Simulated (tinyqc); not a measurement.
Strain, valley repopulation and piezoresistance in a many-valley conduction band: one step, computed by the program tinyqc.

Valleys are ellipsoids with mass m_l along the axis a and m_t across it, parabolic, with one constant relaxation time; strain shifts the valleys and leaves the masses alone. Currents are taken along [110], along the load, and along [001], across the load.

Question. Mobility tensor and resistance change. Mobility tensor mu = e tau sum_v (n_v/n) [1/m_t + (1/m_l - 1/m_t) a a^T]; unstrained mu_0 = e tau (1/m_l + 2/m_t)/3; resistivity along d from the inverse tensor, rho_d = d.mu^-1.d/(n e), mobility along d = 1/(d.mu^-1.d); gauge pi_d = (rho_d/rho_0 - 1)/X.

Inputs (values chosen for the exercise, modelled on silicon):

| quantity | value | unit |
|---|---|---|
| longitudinal mass m_l | 0.941 | m_0 |
| transverse mass m_t | 0.195 | m_0 |
| relaxation time tau | 86 | fs |
| temperature T | 100 | K |

Valley axes: <100> (6 valleys in 3 pairs). Load: uniaxial [110].

share of the electrons (per pair): x 0.0149752, y 0.0149752, z 0.9700495

Constants: e = 1.602176634e-19 C; m_0 = 9.1093837015e-31 kg.

Give: mobility tensor; unstrained mobility mu_0; mobility along the first direction; mobility along the second direction; resistance change along the first direction; resistance change along the second direction.

Answer.

mobility tensor (cm^2/(V s)):
```
        x       y       z
x  766.48    0.00    0.00
y    0.00  766.48    0.00
z    0.00    0.00  179.16
```

unstrained mobility mu_0 = 570.70 cm^2/(V s)

mobility along the first direction = 766.48 cm^2/(V s)

mobility along the second direction = 179.16 cm^2/(V s)

resistance change along the first direction = -25.542 %

resistance change along the second direction = 218.54 %

The mobility lies between e tau/m_l = 161 and e tau/m_t = 776; the trace stays at 3 mu_0. Along the first direction the filled valleys present more of their light mass. Caution: shear strain also changes the transverse masses of <100> valleys, which this model leaves out.
